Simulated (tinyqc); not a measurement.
Inside a calculation. Model: read current of a NAND string, cells in series solved by shooting.

Numbers from tinyqc (`OMP_NUM_THREADS=1 python tinyqc.py 2142231 2142232 out.jsonl`; about 0.3 s on one thread of a shared Intel Xeon 2.30GHz). Printed values are rounded.

Cells in series, numbered from 0 at the source line (0 V) to the bit line, each followed by a gap resistance Rg. A cell with gate Vg, threshold VT, source Vs and drain Vd passes I = 2 nf K Vt^2 [F(Vs) - F(Vd)]/(1 + th max(Vg - VT, 0)), F(V) = ln^2(1 + exp((Vg - VT - nf V)/(2 nf Vt))). The selected cell has Vg = Vr, the others Vg = Vp.

Inputs (values chosen for the exercise); values of the order met in vertical NAND strings: temperature T = 300 K; gain factor of a cell K = 9.1 uA/V^2; slope factor nf = 1.5; mobility reduction factor th = 0.08 1/V; resistance of the gap between cells Rg = 19 kohm; bit-line voltage Vbl = 0.4 V; pass voltage Vp = 7.1 V; read voltage on the selected word line Vr = 3.3 V.

Constants: q = 1.602176634e-19 C, kB = 1.380649e-23 J/K, Vt = kB T/q. Results are converted to the units shown.

## Step 1: node voltages for a trial current

first trial current = 0.71 uA

```
cell,thresholds from the source end (V)
0,3.2
1,3.2
2,-1.3
3,2
4,-1.3
5,3.2
```

For a trial current I start at 0 V and, cell by cell (the selected one is cell 3), solve for the drain: sqrt(F(Vd)) = sqrt(F(Vs) - I/k), k = 2 nf K Vt^2/(1 + th max(Vg - VT, 0)), Vd = [Vg - VT - 2 nf Vt ln(exp(sqrt F) - 1)]/nf, then add I Rg.

```
cell,"node voltage after each cell and gap, trial 1 (V)"
0,0.0398712
1,0.0801576
2,0.109426
3,0.202982
4,0.232610
5,0.275105
```

## Step 2: node voltages for a trial current

second trial current = 0.86 uA

As before.

```
cell,"node voltage after each cell and gap, trial 2 (V)"
0,0.0483294
1,0.0972725
2,0.132790
3,0.250976
4,0.287046
5,0.339404
```

## Course of the secant iteration

Secant steps on the end voltage less Vbl, from the two trials; a trial above the saturation current of a cell has no solution and is moved halfway to the previous trial. Stop below 1e-9 V.

Course of the iteration:
```
iteration,I (uA),end voltage - Vbl (V),halvings
1,1.00136,2.88e-3,0
2,0.994954,-6.90e-5,0
3,0.995104,-8.02e-8,0
4,0.995104,2.23e-12,0
```

Converged in 4 iterations to I = 0.99510 uA. The selected cell takes 30.9 % of the bit-line voltage and the gaps together 28.4 %.
